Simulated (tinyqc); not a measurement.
# Time-dependent dielectric breakdown: cell percolation, Weibull statistics, area scaling and voltage extrapolation, step by step

A worked calculation. Computed by tinyqc, a small Python program that keeps every step. Command: `OMP_NUM_THREADS=1 python tinyqc.py 3025373 3025374 out.jsonl tddb walk`. One thread of a shared host (Intel(R) Xeon(R) Processor @ 2.30GHz), about 0.01 s of CPU time with the checks. Intermediate numbers are printed to about 6 digits and carried at full precision; extremes and crossings named in words are read from the listed rows.

The oxide is divided into columns of area a^2, each holding m = t_ox/a cells (m is taken as continuous). A share lambda(t) = (t/t_1)^alpha of the cells is defective, and a column whose cells are all defective breaks down.

Inputs (values chosen for the exercise, for a model gate oxide): oxide thickness t_ox = 1.6 nm; defect cell size a = 1.3 nm; exponent alpha of defect growth = 0.9; time t_1 at which the occupied share would reach 1 = 2.8e+08 s; test area A = 30 um^2; product area A_u = 200000 um^2; stress voltage V = 2.39 V; use voltage V_u = 1.7 V; local exponent n = -d ln t/d ln V at the stress voltage = 42; activation energy E_a = 0.53 eV; stress temperature T = 175 C; use temperature T_u = 55 C; allowed failure fraction F = 1e-06.

Voltage law used: 1/E.

Constants: k_B = 8.617333262e-05 eV/K.

## Weibull parameters from the cell model

Failure fraction F = 1 - (1 - lambda^m)^N with N = A/a^2 columns, which for small lambda^m is 1 - exp(-(t/t63)^beta) with beta = alpha m and t63 = t_1 N^(-1/beta); critical share lambda(t63) = N^(-1/m). 1 um^2 = 1e6 nm^2.

cells per column m = 1.23077

columns N = 1.77515e+07

Weibull slope beta = 1.10769

characteristic life t63 = 79.9301 s

critical share of defective cells = 1.28824e-06

Times between F = 10 % and 90 % span a factor 16.2: the smaller beta = alpha m, the wider the scatter. Caution: t_1 is an input here; in a real oxide it changes with thickness at fixed voltage.

## A sample of breakdown times

uniform random numbers u: [0.6872, 0.5003, 0.8891, 0.7048, 0.4834, 0.2354, 0.5867, 0.3695, 0.8618, 0.6531, 0.8986]

Each device fails at t = t63 (-ln(1 - u))^(1/beta). Sort the times; median rank F_i = (i - 0.3)/(n_s + 0.4) for n_s devices; W = ln(-ln(1 - F_i)).

Weibull plot:
```
i     t (s)       F_i     ln t         W
1    24.380  0.061404  3.19376  -2.75877
2    39.748  0.149123  3.68255  -1.82333
3    54.965  0.236842  4.00670  -1.30826
4    57.458  0.324561  4.05105  -0.93549
5    71.480  0.412281  4.26941  -0.63204
6    84.155  0.500000  4.43266  -0.36651
7    91.546  0.587719  4.51685  -0.12098
8    95.655  0.675439  4.56075   0.11803
9   148.029  0.763158  4.99741   0.36489
10  162.812  0.850877  5.09260   0.64342
11  168.786  0.938596  5.12863   1.02614
```

## Fitting the sample

W = ln(-ln(1 - F_i)) with the median ranks F_i. Least squares in W: W = beta ln t - beta ln t63. Maximum likelihood: solve sum t^b ln t/sum t^b - 1/b = mean of ln t for b, then t63 = (mean of t^b)^(1/b).

slope by least squares = 1.83964

t63 by least squares = 103.934 s

slope by maximum likelihood = 2.05915

t63 by maximum likelihood = 102.926 s

The true values are beta = 1.108 and t63 = 79.9 s. With 11 devices the standard error of the maximum-likelihood slope is about 0.78 beta/sqrt(n_s) = 0.26; the fits miss by +0.73 and +0.95, and t63 by +30 and +29 %.

## Projection to use conditions

All three voltage laws share the slope n at the stress voltage. Factor t(V_u)/t(V): E law exp(n (1 - V_u/V)); 1/E law exp(n (V/V_u - 1)); power law (V/V_u)^n. Temperatures in kelvin are T(C) + 273.15. Temperature factor exp[(E_a/k_B)(1/T_u - 1/T)]; area factor (A/A_u)^(1/beta); percentile factor (-ln(1 - F))^(1/beta); life = t63 x all four; 1 year = 3.15576e7 s.

voltage factor = 2.53188e+07

temperature factor = 151.210

area factor = 3.53069e-04

percentile factor = 3.83119e-06

projected life = 1.31167e-05 years

Area and percentile together cost 8.9 decades, voltage and temperature return 9.6; a ten-year target is missed.

## Three voltage laws

Life = t63 x voltage, temperature, area and percentile factors, the last three as above.

Log10 of the life in years:
```
V_u/V  V_u (V)     E law   1/E law  power law
1.00    2.3900  -12.2856  -12.2856   -12.2856
0.95    2.2705  -11.3736  -11.3256   -11.3500
0.90    2.1510  -10.4616  -10.2589   -10.3638
0.80    1.9120   -8.6375   -7.7255    -8.2154
0.70    1.6730   -6.8135   -4.4683    -5.7797
0.60    1.4340   -4.9895   -0.1254    -2.9680
0.50    1.1950   -3.1654    5.9547     0.3576
0.40    0.9560   -1.3414   15.0749     4.4279
```

At V_u/V = 0.9 the laws differ by 0.20 decades at most, and at 0.5 by 9.1. The E law is the most cautious and the 1/E law the most hopeful. Ten years are reached at V_u/V = 0.272 (E), 0.579 (1/E), 0.483 (power). Caution: the rows at low voltage extrapolate over many decades and cannot be tested.

Checks made by the program: Weibull form against the exact column count at t63 (relative difference 2e-08).
